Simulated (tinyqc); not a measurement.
# Pelgrom slope, floor and doping from two device sizes

Inverse problem. s^2 = A^2/(L W) + s0^2, with s0 independent of size and A = (q/Cox) sqrt(Na Wd/3) from random dopants alone, Cox = 3.9 eps0/ti. Find A, s0 and Na.

Values chosen for this exercise: oxide-equivalent thickness in inversion ti = 2.3 nm.

Constants: q = 1.602176634e-19 C, eps0 = 8.8541878128e-14 F/cm where lengths are in cm. Results are converted to the units shown.

s for gate areas 0.0017 and 0.015 um^2 (mV): [35.3963058, 13.1476243]
Wd = 19.4823432 nm

Solution. s^2 is linear in 1/area: slope A^2, intercept s0^2.

A = 1.439 mV um
s0 = 5.900 mV
Na = 2.800e18 cm^-3

Numbers from tinyqc (`OMP_NUM_THREADS=1 python tinyqc.py 2090149 2090150 out.jsonl`; about 0.01 s on one thread of a shared Intel Xeon 2.30GHz).
